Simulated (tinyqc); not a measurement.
KAI against NLS in time: switching kinetics of a ferroelectric film and the memory window of a ferroelectric gate stack. Computed by tinyqc, a small Python program. Command: `OMP_NUM_THREADS=1 python tinyqc.py 3011587 3011588 out.jsonl feswitch walk`. One thread of a shared host (Intel(R) Xeon(R) Processor @ 2.30GHz), about 0.02 s of CPU time with the checks.

Fields in MV/cm; 1 microcoulomb/cm^2 over eps_0 is 11.29409 MV/cm. In the stack (metal, ferroelectric, interlayer, channel) the channel is taken as a conductor.

Inputs (values chosen for the exercise, for a model hafnia-based film): dimension n = 2; half width w of log10 t = 0.28.

Method. KAI: 1 - exp[-(t/t1)^n]. NLS: the same kernel averaged over the Lorentzian F = (1/pi) w/[(z - log10 t1)^2 + w^2] in z = log10 tau.

Switched share:
```
log10(t/t1)     KAI      NLS
-3.0         0.0000  0.03125
-2.0         0.0001  0.04865
-1.0         0.0100  0.11405
-0.5         0.0952  0.24980
-0.2         0.3284  0.42755
0.0          0.6321  0.58141
0.2          0.9189  0.72247
0.5          1.0000  0.84746
1.0          1.0000  0.91844
2.0          1.0000  0.95767
3.0          1.0000  0.97135
```

What does the comparison show, and why?

KAI goes from 10 to 90 % within 0.67 decades of time; a Lorentzian of this width needs about 2 w tan(0.4 pi) = 1.7 decades. Three decades after t1, 2.9 % of the NLS film has not switched, and three decades before it 3.1 % already has: the tails set write margins and disturb errors.
